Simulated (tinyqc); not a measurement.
Internal loss and injection efficiency from two cavity lengths.

Problem. The differential efficiency of both facets obeys 1/eta_d = (1/eta)[1 + 2 ai Lc/ln(1/(R1 R2))]. Find eta and ai.

Parameters, values chosen for the exercise:
```
symbol  value  unit            meaning
R1       0.32        front reflectance
R2        0.9         back reflectance
```

differential efficiency at Lc = 250 and 625 um: 0.76828055  0.69118496

Solution. 1/eta_d is linear in Lc: the intercept is 1/eta, and slope over intercept is 2 ai/ln(1/(R1 R2)).

eta = 0.830
ai = 2.00 1/cm

Program tinyqc, `OMP_NUM_THREADS=1 python tinyqc.py 2840013 2840014 out.jsonl`; Intel Xeon 2.30GHz, shared host, one thread, about 0.01 s.
